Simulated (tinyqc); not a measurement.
Phonon-assisted absorption at an indirect gap: sweeps and comparisons. A value that a table varies takes the place of the one given here.

alpha(E) = sum_j A_j [N_j (E - Eg + w_j)^2 + (N_j + 1)(E - Eg - w_j)^2], each bracket counted only where its base is positive; N_j = 1/(exp(w_j/kB T) - 1). The first term absorbs a phonon and the second emits one; excitons and direct transitions are left out.

Photodiode (Gaertner form with a dead layer): QE = (1 - R) exp(-alpha xj) [1 - exp(-alpha W)/(1 + alpha L)], R = ((nr - 1)/(nr + 1))^2; responsivity = QE/E in A/W for E in eV.

Constants: kB = 8.617333262e-05 eV/K.

Parameters, chosen for this exercise (loosely those of GaP at room temperature; Eg is not tied to T; shifted at random, so the results belong to these values and not to a real crystal):
- Eg = 2.235 eV (indirect gap, held fixed unless listed)
- w = (45.2, 12.3) meV (two zone-edge phonons)
- A = (6200, 1200) 1/(cm eV^2) (their strengths)
- T = 400 K
- nr = 3.44 (refractive index)
- xj = 0.59 micrometre (dead layer at the surface)
- W = 7.1 micrometre (depleted width)
- L = 31 micrometre (minority diffusion length below it)
- E = 2.387 eV (photon energy)

## The square root of alpha at three temperatures

The gap is held fixed, so only the phonon occupations change.

sqrt(alpha) (1/cm^(1/2)):
```
E - Eg (eV)     4 K    77 K   150 K
-0.04         0.000   0.014   0.072
-0.02         0.000   0.066   0.351
0.00          0.000   0.218   0.714
0.02          0.267   0.588   1.314
0.04          0.960   1.323   2.229
0.07          2.794   3.187   4.257
0.10          5.277   5.704   6.917
0.15          9.531  10.064  11.600
0.20         13.815  14.468  16.363
0.30         22.402  23.309  25.954
0.45         35.297  36.592  40.386
0.60         48.196  49.883  54.834
```

Below the gap only phonon absorption acts: at E - Eg = -0.02 eV sqrt(alpha) is 0.000, 0.066 and 0.351 at 4, 77 and 150 K. A straight line through the last two rows meets the axis at E - Eg = +0.0396, +0.0370 and +0.0307 eV: the intercept is roughly a weighted mean of the thresholds, not the gap, and it moves from the emission side towards Eg as the occupations grow. At the last row alpha grows by a factor 1.29 from the lowest to the highest temperature at fixed gap.

## Spectral response

Response:
```
E (eV)  wavelength (nm)  alpha (1/cm)  1/alpha (micrometre)  dead layer  collected     QE    A/W
2.26                549          15.8                   633       0.999      0.057  0.040  0.018
2.30                539          58.9                   170       0.997      0.189  0.132  0.057
2.36                525           224                  44.7       0.987      0.496  0.342  0.145
2.44                508           641                  15.6       0.963      0.787  0.529  0.217
2.53                490      1.38e+03                  7.26       0.922      0.929  0.598  0.236
2.68                463      3.24e+03                  3.09       0.826      0.991  0.571  0.213
2.88                431      6.95e+03                  1.44       0.664      1.000  0.463  0.161
3.14                395      1.39e+04                 0.720       0.441      1.000  0.308  0.098
3.43                361      2.44e+04                 0.410       0.237      1.000  0.165  0.048
3.84                323      4.43e+04                 0.226       0.073      1.000  0.051  0.013
```

QE is highest, 0.598, at 2.53 eV of those listed and the responsivity at 2.53 eV; reflection alone caps QE at 0.698. Near the gap weak absorption limits it (collected share 0.057); at the top the dead layer passes 0.073. Far above the gap the quadratic law and a constant index are only rough; in the real crystal direct transitions take over near 2.8 eV, so the rows above that understate alpha.

## What moves the response

At the energy E. Each row changes one parameter from the base and keeps the others.

Results:
```
case                  alpha (1/cm)      QE
base                         339.3  0.4221
Eg = 2.215 eV                441.4  0.4702
T = 450 K                    384.9  0.4456
W = 14.2 micrometre          339.3  0.4782
L = 15.5 micrometre          339.3  0.3318
xj = 1.18 micrometre         339.3  0.4137
nr = 3.61                    339.3  0.4109
```

The largest shifts from the base row, up to three for each result and ties (the steps differ in size, so this ranks the rows, not the parameters). alpha (1/cm): Eg +102, T +45.6; unchanged at the printed digits by W, L, xj and nr. QE: L -0.0903, W +0.0561, Eg +0.0480.

tinyqc: `OMP_NUM_THREADS=1 python tinyqc.py 1650814 1650815 out.jsonl`; about 0.01 s, one thread, shared Intel(R) Xeon(R) Processor @ 2.30GHz.
